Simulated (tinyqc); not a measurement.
# Pinning factor and decay constant from two barriers

Problem. phiB = S (phiM - chi) + (1 - S)(Eg - E0) with S = 1/(1 + (1/S0 - 1) exp(-be ti)). Find S0, S at the given thickness and be.

Parameters, values chosen for the exercise; semiconductor values close to those of silicon; interlayer mass of the order of that in zinc oxide, offset chosen freely:
```
symbol  value  unit                                         meaning
Eg       1.13    eV                                        band gap
chi      4.09    eV                               electron affinity
E0       0.35    eV  charge-neutrality level above the valence band
phiM     4.33    eV                             metal work function
```

phiB at ti = 0, 0.4 nm (eV): [0.6342, 0.42093357]

Solution. Each barrier gives its S by linear interpolation between the pinned and the unpinned value; the ratio of the two values of 1/S - 1 is exp(be ti).

S0 = 0.270
S = 0.665
be = 4.20 1/nm

Program tinyqc, `OMP_NUM_THREADS=1 python tinyqc.py 2270065 2270066 out.jsonl`; Intel Xeon 2.30GHz, shared host, one thread, about 0.03 s.
